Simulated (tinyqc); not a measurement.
Valley-orbit splitting of a donor ground state, with strain: one step, computed by the program tinyqc. Command: `OMP_NUM_THREADS=1 python tinyqc.py 3029445 3029446 out.jsonl valleyorbit walk`. One thread of a shared host (Intel(R) Xeon(R) Processor @ 2.30GHz), about 0.01 s of CPU time with the checks.

The basis is the 1s envelope in each valley; energies are counted from the unstrained conduction-band edge. The strain is e_s (a a^T - 1/3) for the unit stress axis a, so valley j along n_j moves by Xi_u e_s w_j with w_j = (n_j.a)^2 - 1/3: +1/6 for x and y, -1/3 for z. The splitting at the zone boundary that a [110] shear adds for <100> valleys is left out.

Task: Levels and ground state under strain. Diagonalise H; the ground vector has positive components. The density at the nucleus, and so the contact hyperfine coupling, scales as (sum_j c_j)^2/(number of valleys), which is 1 without strain; the envelopes are held fixed.

Valleys: six along <100>. Stress axis: [110].

H (meV):
```
,+x,-x,+y,-y,+z,-z
+x,-31.765,-2.110,-2.650,-2.650,-2.650,-2.650
-x,-2.110,-31.765,-2.650,-2.650,-2.650,-2.650
+y,-2.650,-2.650,-31.765,-2.110,-2.650,-2.650
-y,-2.650,-2.650,-2.110,-31.765,-2.650,-2.650
+z,-2.650,-2.650,-2.650,-2.650,-38.170,-2.110
-z,-2.650,-2.650,-2.650,-2.650,-2.110,-38.170
```

Give: levels; valley amplitudes of the ground state; hyperfine ratio A/A_0.

Result:

levels (meV): [-47.24, -36.06, -32.21, -29.66, -29.66, -28.57]

valley amplitudes of the ground state: +x 0.3403, -x 0.3403, +y 0.3403, -y 0.3403, +z 0.5181, -z 0.5181

hyperfine ratio A/A_0 = 0.9579
